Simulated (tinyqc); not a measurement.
What moves the results: tunnelling through a thin dielectric with one trap, as a tight-binding chain. A value that a table varies takes the place of the one given here.

Hopping -t everywhere, t = c/(m a^2), c = hbar^2/2m0; lead sites at 2t (band bottom 0), barrier sites 1 to N at 2t + phi, and site j has U besides. No voltage. Leads give S = -t exp(ika) on sites 1 and N, cos(ka) = 1 - E/(2t). T = (2 t sin(ka))^2 |G_1N|^2, G = (E - H - S)^-1. In the barrier cosh(q a) = 1 + (phi - E)/(2t).

Resonance: the lowest eigenvalue of H + S(E), iterated until its real part equals E (40 rounds from Eb = phi + 2t - sqrt(4t^2 + U^2), the level in an endless barrier). With v the normalised squared amplitudes of that state, Gamma_L = 2 t sin(ka) v_1, Gamma_R = 2 t sin(ka) v_N; Breit-Wigner T = Gamma_L Gamma_R/((E - Er)^2 + (Gamma_L + Gamma_R)^2/4).

Constants: hbar^2/2m0 = 3.80998211 eV angstrom^2.

Parameters, chosen for this exercise (barrier and mass of the size used for SiO2 on silicon; shifted at random, so the results belong to these values and not to a real crystal): a = 2 angstrom (site spacing); m = 0.42 m0 (mass, the same in leads and barrier); phi = 2.89 eV (conduction edge of the barrier above that of the leads); N = 11 (barrier sites); j = 9 (site of the trap); U = -3.73 eV (extra energy on the trap site); E = 1 eV (electron energy).

## Transmission around the level

Er = 1.56314 eV

widths (meV): left 0.014253, right 113.01

Energies Er + x (Gamma_L + Gamma_R).

T:
```
x     E (eV)     chain  Breit-Wigner   no trap
-8.0  0.6589  3.76e-08      1.96e-06  2.44e-09
-3.0  1.2241  3.12e-06      1.36e-05  4.42e-08
-1.0  1.4501  6.23e-05      0.000101  1.46e-07
-0.5  1.5066  0.000198      0.000252  1.99e-07
0.0   1.5631  0.000503      0.000504  2.73e-07
0.5   1.6197  0.000335      0.000252  3.75e-07
1.0   1.6762  0.000177      0.000101  5.17e-07
3.0   1.9022  7.18e-05      1.36e-05  2.01e-06
8.0   2.4674  0.000249      1.96e-06  0.000123
```

At Er the chain gives 0.000503, 1.84e+03 times the value without trap, and Breit-Wigner 0.000504. In the wings the single pole gives 52.2 times the chain value at x = -8 and 0.00788 times at x = 8, because the widths and the level shift change with energy.

## Where a trap does most harm

The trap is moved through the barrier. The area under the resonance, 2 pi Gamma_L Gamma_R/(Gamma_L + Gamma_R), sets the current through it.

Against position:
```
j  Er (eV)  Gamma_L (meV)  Gamma_R (meV)      peak  area (meV)
3   1.5631            113         0.0143  0.000504      0.0895
4   1.5560           24.5         0.0609   0.00990       0.382
5   1.5539           5.41          0.270     0.181        1.61
6   1.5536           1.21           1.21      1.00        3.79
7   1.5539          0.270           5.41     0.181        1.61
8   1.5560         0.0609           24.5   0.00990       0.382
9   1.5631         0.0143            113  0.000504      0.0895
```

The area is largest at j = 6 (3.79 meV) and 42.3 times smaller at j = 3: the slower of the two steps limits the current, so traps in the middle carry most. Each site towards a lead multiplies its width by about 4.49, close to exp(2 q a) = 4.48 at Eb.

## Direct against trap-assisted paths

N odd, the trap in the middle, j = (N + 1)/2. Direct T is that without trap at the energy Er; area = 2 pi Gamma_L Gamma_R/(Gamma_L + Gamma_R). The exponents are the slopes of the logarithms between the last two rows, per angstrom.

Against thickness:
```
N   N a (angstrom)  Er (eV)  direct T  area (meV)
5             10.0   1.5681   0.00216         365
7             14.0   1.5583  0.000106        77.7
9             18.0   1.5545  5.21e-06        17.1
11            22.0   1.5536  2.58e-07        3.79
13            26.0   1.5533  1.28e-08       0.844
15            30.0   1.5533  6.39e-10       0.188
17            34.0   1.5533  3.18e-11      0.0420
```

exponents (1/angstrom): direct 0.7501, through the trap 0.3750

The direct path falls as exp(-0.750 d) and the path through a central trap as exp(-0.375 d), 2.00 times more slowly, since each step crosses half the layer. From 5 to 17 sites the first loses 7.8 decades and the second 3.9: in thicker layers even few traps rule the leakage. Inelastic capture with phonons is left out.

## What each parameter does

Resonance and log10 T at E. Each row changes one parameter from the base and keeps the others.

Results:
```
case           Er (eV)  Gamma_L (meV)  Gamma_R (meV)  log10 T
base            1.5631        0.01425          113.0   -6.361
m = 0.386 m0    1.6537        0.03339          140.0   -6.160
phi = 2.99 eV   1.6653        0.01426          112.4   -6.682
N = 12          1.5560        0.01361          24.49   -7.134
j = 8           1.5560        0.06090          24.49   -6.366
U = -3.618 eV   1.6369        0.01891          118.1   -6.473
```

The largest shifts from the base row, up to three for each result and ties (the steps differ in size, so this ranks the rows, not the parameters). Er (eV): phi +0.1022, m +0.0905, U +0.0738. Gamma_L (meV): j +0.0466, m +0.0191, U +0.00465. Gamma_R (meV): N -88.5, j -88.5, m +27.0. log10 T: N -0.773, phi -0.321, m +0.201.

Run: tinyqc, `OMP_NUM_THREADS=1 python tinyqc.py 1482734 1482735 out.jsonl`; Intel(R) Xeon(R) Processor @ 2.30GHz, one thread, shared host; about 0.1 s of CPU time with all checks.
